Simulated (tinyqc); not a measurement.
# Double-gate transistor below threshold, two-dimensional Poisson equation on a small mesh: effects of single changes

Half of a symmetric double-gate structure: row 0 is the mid-plane of the body, where the normal field vanishes. Mobile charge is neglected (subthreshold), the body is fully depleted, and potentials are counted from the intrinsic level; rows run upward to the gate, columns from source to drain.

Inputs (values chosen for the exercise); semiconductor permittivity made up:
```
symbol,value,unit,meaning
T,300,K,temperature
eps_r,12.4,,relative permittivity of the semiconductor
eox,25,,relative permittivity of the insulator
tb,4,nm,half the body thickness
tox,6.4,nm,insulator thickness
L,26,nm,channel length
Na,0,cm^-3,acceptor density of the depleted body
Vbi,0.49,V,potential of the source
Vfb,-0.04,V,gate offset
Vg,0.05,V,gate voltage
Vd,0.7,V,drain voltage
```

Constants: q = 1.602176634e-19 C, kB = 1.380649e-23 J/K, Vt = kB T/q, eps0 = 8.8541878128e-14 F/cm where lengths are in cm. Results are converted to the units shown.

Each table varies one quantity; the others keep the values above.

## Effect of the drain voltage

Mesh: rows i = 0..12 in the semiconductor (step hs = tb/12, row 12 on the interface), then 8 step(s) ho = tox/8 up to the gate row 20; columns j = 0..80 (step hy = L/80). Box integration, divided by eps0: up_i = eps hy/h of the interval above row i, dn_i = that of the interval below (0 for row 0), lat_i = (sum of eps h/2 over the intervals above and below)/hy, s_i = -q Na w_i hy/eps0 with w_i the semiconductor height of the box (hs/2 for row 0 and the interface row, hs between, 0 in the insulator). Each free node obeys (up + dn + 2 lat) psi = up psi(above) + dn psi(below) + lat [psi(left) + psi(right)] + s. Fixed values: gate row Vg - Vfb; column 0 at Vbi and the last column at Vbi + Vd in the semiconductor, each running linearly to Vg - Vfb across the insulator. The system is solved directly. On row 0 the minimum of psi and its place come from a parabola through the three lowest nodes; barrier = Vbi - minimum, swing = Vt ln 10/(d psi/dVg), DIBL = (d psi/dVd)/(d psi/dVg) there. Lambda = pi/k with k the smallest positive root of tan(k tox) tan(k tb) = eox/eps_r.

Effect of the drain voltage:
```
Vd (V)  L/Lambda  barrier (V)  place y/L  swing (mV/decade)  DIBL (mV/V)
0.05       1.497       0.3085     0.4871              75.93        129.4
0.25       1.497       0.2902     0.4468              76.55        107.5
0.45       1.497       0.2746     0.4173              77.50        94.30
0.65       1.497       0.2610     0.3940              78.59        85.28
0.85       1.497       0.2487     0.3746              79.75        78.63
1.05       1.497       0.2374     0.3580              80.95        73.45
```

What does the comparison show?

As Vd goes from 0.05 to 1.05 V, the barrier falls from 0.308 to 0.237 V, the swing rises from 75.9 to 81.0 mV a decade and DIBL falls from 129 to 73.5 mV/V; the ideal swing is 59.5. The barrier top moves from y/L = 0.487 to 0.358, towards the source.

## Choice of the relaxation factor

Mesh: rows i = 0..2 in the semiconductor (step hs = tb/2, row 2 on the interface), then 1 step(s) ho = tox/1 up to the gate row 3; columns j = 0..5 (step hy = L/5). Sweeps go row by row from row 0, left to right, psi(new) = psi + omega (t - psi) with t the value that solves the node equation for the newest neighbours; free nodes start at zero; stop when the largest change is below 1e-7 V.

Choice of the relaxation factor:
```
omega  sweeps
1          58
1.1        47
1.2        37
1.3        28
1.4        21
1.5        27
1.6        34
1.7        47
1.8        72
1.9       148
```

Gauss-Seidel (omega = 1) takes 58 sweeps; the fewest, 21, are at omega = 1.4, and omega = 1.9 takes 148. The Jacobi matrix of this mesh has spectral radius rho = 0.8806, so theory puts the best factor at 2/(1 + sqrt(1 - rho^2)) = 1.36.

## Effect of the insulator thickness

Same model as above.

Result of one run:
```
tox (nm)  L/Lambda  barrier (V)  place y/L  swing (mV/decade)  DIBL (mV/V)
2.6          2.365       0.3574     0.4314              64.20        20.83
```

What becomes of these results when the insulator thickness tox is changed from 2.6 to 13 nm, all else the same?

Result of the changed run:
```
tox (nm)  L/Lambda  barrier (V)  place y/L  swing (mV/decade)  DIBL (mV/V)
13          0.8624      0.09707     0.2909              134.7        257.7
```

The whole series:
```
tox (nm)  L/Lambda  barrier (V)  place y/L  swing (mV/decade)  DIBL (mV/V)
2.6          2.365       0.3574     0.4314              64.20        20.83
3.5          2.109       0.3378     0.4226              66.61        31.44
4.9          1.774       0.3011     0.4071              71.69        53.43
6.7          1.451       0.2490     0.3850              80.53        90.12
9.3          1.136       0.1771     0.3492              97.99        154.8
13          0.8624      0.09707     0.2909              134.7        257.7
```

As tox goes from 2.6 to 13 nm, the barrier falls from 0.357 to 0.0971 V, the swing rises from 64.2 to 135 mV a decade and DIBL rises from 20.8 to 258 mV/V; the ideal swing is 59.5. L/Lambda goes from 2.4 to 0.86. At tox = 13 nm the barrier is under 6 Vt, so mobile charge, neglected here, begins to count.

Numbers from tinyqc (`OMP_NUM_THREADS=1 python tinyqc.py 2480124 2480125 out.jsonl`; about 0.2 s on one thread of a shared Intel Xeon 2.30GHz).
